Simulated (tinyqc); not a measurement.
Inside a calculation. Model: resistance of a tapered via with liner, size effect and interface.

Program tinyqc, `OMP_NUM_THREADS=1 python tinyqc.py 2750109 2750110 out.jsonl`; Intel Xeon 2.30GHz, shared host, one thread, about 0.01 s. Printed values are rounded.

A round via whose diameter grows from db at the bottom as D(z) = db + 2 z/tan(ang). The fill, of diameter D - 2 tl, starts above the bottom liner (thickness fb tl) and has rho = rho0 (1 + ks lam/(D - 2 tl)); the sidewall liner conducts in parallel with it. The bottom liner and the interface are crossed over the full area pi db^2/4. Spreading in the lines above and below is left out.

Inputs (values chosen for the exercise); fill metal close to cobalt:
- db = 31 nm (diameter at the bottom)
- hv = 67 nm (height)
- ang = 86 degrees (sidewall angle)
- rho0 = 6.09 uohm cm (bulk resistivity of the fill)
- lam = 12 nm (mean free path of the fill)
- ks = 1.4 (size-effect factor)
- tl = 1.1 nm (liner on the sidewall)
- fb = 1 (liner at the bottom over that on the sidewall)
- rl = 310 uohm cm (resistivity of the liner)
- ri = 3.1e-12 ohm cm^2 (interface resistivity at the bottom)
- Sb = 1e15 S/m^2 (ballistic conductance per area, about 3/(4 rho0 lam))

## Slices of the via

Slices between z0 = fb tl and hv, evaluated at their midpoints: conductance per length pi/4 [(D - 2 tl)^2/rho + (D^2 - (D - 2 tl)^2)/rl], slice resistance = slice height over that. 8 slices.

z, slice 0 to 7 (nm): [5.21875, 13.4563, 21.6938, 29.9312, 38.1688, 46.4062, 54.6437, 62.8813]
D, slice 0 to 7 (nm): [31.7299, 32.8819, 34.0339, 35.1860, 36.3380, 37.4901, 38.6421, 39.7942]
rho, slice 0 to 7 (uohm cm): [9.55470, 9.42460, 9.30393, 9.19168, 9.08701, 8.98917, 8.89752, 8.81149]
slice resistance, slice 0 to 7 (ohm): [1.14376, 1.04531, 0.958807, 0.882409, 0.814627, 0.754230, 0.700196, 0.651672]

## Total resistance

R_fill = sum of the slices; R_bottom = rl fb tl/(pi db^2/4); R_interface = ri/(pi db^2/4); ballistic (Sharvin) limit 1/(Sb pi (db - 2 tl)^2/4); ideal cylinder rho0 hv/(pi db^2/4).

parts (ohm): fill 6.95102, bottom liner 4.51795, interface 0.410722
R = 11.8797 ohm
shares (%): fill 58.5118, bottom liner 38.0309, interface 3.4574
ballistic limit = 1.53506 ohm
ideal cylinder = 5.40603 ohm

The fill is the largest part, and R is 2.20 times the ideal cylinder. With 2000 slices R = 11.883 ohm.
